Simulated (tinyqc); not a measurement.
Thermoelectric coefficients of a parabolic band, Landauer integrals: two steps of the calculation.

Bulk parabolic band, x = (E - Ec)/kB T, C = hbar^2/(2 m0), kB T in eV. Modes per area gv m kB T x/(4 pi C) times the back-scattering length l0 x^rr give the transport function s0 X(x), s0 = (2 q^2/h) gv m kB T l0/(4 pi C), X = x^(1 + rr). I_k = int X (x - eta)^k w dx, w = 1/(4 cosh^2((x - eta)/2)).

Values chosen for this exercise:
- T = 700 K (temperature)
- rr = 0 (energy exponent of that length)
- kL = 0.6 W/(m K) (lattice thermal conductivity)
- eta = 1.1 (reduced Fermi level (EF - Ec)/kB T)
- xa = 0 (lower end of the grid)
- xe = 13 (upper end of the grid)
- nE = 15 (points of the grid)

Question 1. The three integrals on a coarse grid. Simpson's rule on nE equally spaced points from xa to xe.

Give: x; X; w; X w; I_0, I_1, I_2 on this grid.

Answer 1.

```
point      x       X         w       X w
0       0.00       0    0.1874         0
1       0.93  0.9286    0.2482    0.2304
2       1.86   1.857    0.2173    0.4036
3       2.79   2.786    0.1319    0.3674
4       3.71   3.714   0.06357    0.2361
5       4.64   4.643   0.02733    0.1269
6       5.57   5.571   0.01117   0.06226
7       6.50   6.500  0.004476   0.02909
8       7.43   7.429  0.001778   0.01321
9       8.36   8.357  7.041e-4  0.005884
10      9.29   9.286  2.785e-4  0.002586
11     10.21   10.21  1.101e-4  0.001124
12     11.14   11.14  4.349e-5  4.846e-4
13     12.07   12.07  1.719e-5  2.074e-4
14     13.00   13.00  6.790e-6  8.827e-5
```

I_0, I_1, I_2 on this grid: 1.387  2.349  7.235

Question 2. Power factor and figure of merit. Power factor S^2 sigma, ZT = S^2 sigma T/(kappa_e + kL).

sigma = 3262.5046 S/cm
S = -146.37422 uV/K
kappa_e = 3.9643012 W/(m K)

Find: power factor; ZT; electronic share of kappa.

Answer 2.

power factor = 6.9901 mW/(m K^2)
ZT = 1.0720
electronic share of kappa = 86.855 %

Range of the model: Parabolic bands, elastic scattering and a fixed kL make these model figures, not those of a material.

Program tinyqc, `OMP_NUM_THREADS=1 python tinyqc.py 2800037 2800038 out.jsonl`; Intel Xeon 2.30GHz, shared host, one thread, about 0.07 s.
